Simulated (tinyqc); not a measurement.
Silicon n-p-n transistor, Gummel numbers and transit times: two steps of the calculation.

One-dimensional n-p-n transistor in the forward active mode at low injection. In the base p(x) = NB exp(-eta x/wb) and ni(x)^2 = ni^2 exp((g0 + g1 x/wb)/Vt); electrons leave the base at vsat; band spikes at the emitter junction and recombination inside the emitter are ignored.

Values chosen for this exercise; band and dielectric values close to those of silicon: temperature T = 300 K; band gap Eg = 1.11 eV; relative permittivity eps_r = 11.5; conduction-band density of states at T Nc = 2.8e19 cm^-3; valence-band density of states at T Nv = 2.61e19 cm^-3; saturation velocity vsat = 9.85e6 cm/s; neutral base width wb = 530 nm; base doping at the emitter edge NB = 4.5e17 cm^-3; doping falls as exp(-eta x/wb) eta = 1.1; gap reduction at the emitter edge of the base g0 = 0 eV; further gap reduction across the base (linear) g1 = 0 eV; electron diffusion coefficient in the base Dn = 6.3 cm^2/s; emitter doping NE = 9.2e19 cm^-3; gap reduction in the emitter (negative: wider gap) gE = 0.076 eV; neutral emitter width we = 160 nm; hole diffusion coefficient in the emitter Dp = 0.85 cm^2/s; recombination velocity at the emitter contact Se = 7e6 cm/s; electron lifetime in the base tb = 1e-8 s; collector doping NC = 2.9e16 cm^-3; collector-base reverse bias VCB = 1.9 V.

Constants: q = 1.602176634e-19 C, kB = 1.380649e-23 J/K, Vt = kB T/q, eps0 = 8.8541878128e-14 F/cm where lengths are in cm. Results are converted to the units shown.

Question 1. Base Gummel number and transit time. f(x) = p(x) ni^2/ni(x)^2; I(x) = integral from x to wb of f/Dn, plus f(wb)/vsat; base Gummel number GB = I(0); electron density per unit flux n/(J/q) = I/f; base transit time tauB = integral of I/f over the base. Trapezoid rule on 8 equal steps.

Wanted: x; f; I; I/f; GB; tauB.

Answer 1.

```
point  x (nm)  f (cm^-3)  I (s/cm^4)  I/f (s/cm)
0         0.0   4.500e17    2.315e12    5.144e-6
1        66.2   3.922e17    1.872e12    4.773e-6
2       132.5   3.418e17    1.486e12    4.348e-6
3       198.8   2.979e17    1.150e12    3.859e-6
4       265.0   2.596e17    8.565e11    3.299e-6
5       331.2   2.263e17    6.011e11    2.656e-6
6       397.5   1.972e17    3.784e11    1.919e-6
7       463.8   1.719e17    1.843e11    1.073e-6
8       530.0   1.498e17    1.521e10    1.015e-7
```

GB = 2.315e12 s/cm^4
tauB = 162.6 ps

Question 2. Gain, Early voltage and collector delay. ni = sqrt(Nc Nv) exp(-Eg/(2 Vt)), Eg in volts; GE = NE exp(-gE/Vt)(we/Dp + 1/Se); JC = J0 exp(VBE/Vt), J0 = q ni^2/GB; gain limited by back injection GE/GB, by base recombination tb/tauB, together 1/beta = the sum of the inverses; collector layer one-sided, Wc = sqrt(2 eps0 eps_r (Vbc + VCB)/(q NC)), Vbc = Vt ln(p(wb) NC/ni^2), Cjc = eps0 eps_r/Wc; Early voltage VA = GB q p(wb)/(f(wb) Cjc [1/Dn - (eta + g1/Vt)/(wb vsat)]), f(wb) = p(wb) exp(-(g0 + g1)/Vt), p(wb) = NB exp(-eta); tauC = Wc/(2 vsat).

GB = 2.3147867e12 s/cm^4
tauB = 162.64058 ps

Wanted: ni; GE; J0; GE/GB; tb/tauB; beta; Wc; Cjc; VA; tauC.

Answer 2.

ni = 1.283e10 cm^-3
GE = 9.226e13 s/cm^4
J0 = 1.140e-11 A/cm^2
GE/GB = 39.86
tb/tauB = 61.49
beta = 24.18
Wc = 343.9 nm
Cjc = 0.2961 fF/um^2
VA = 79.98 V
tauC = 1.746 ps

The gain is limited more by back injection into the emitter. beta VA = 1930 V.

Range of the model: The collector doping exceeds a tenth of the base doping at that edge, so the collector layer reaches noticeably into the base. Heavy doping makes emitter or base degenerate; gE and g0 are to be read as apparent gap changes that include this.

tinyqc, about 0.01 s, one thread, Intel Xeon 2.30GHz (shared host): `OMP_NUM_THREADS=1 python tinyqc.py 2320035 2320036 out.jsonl`
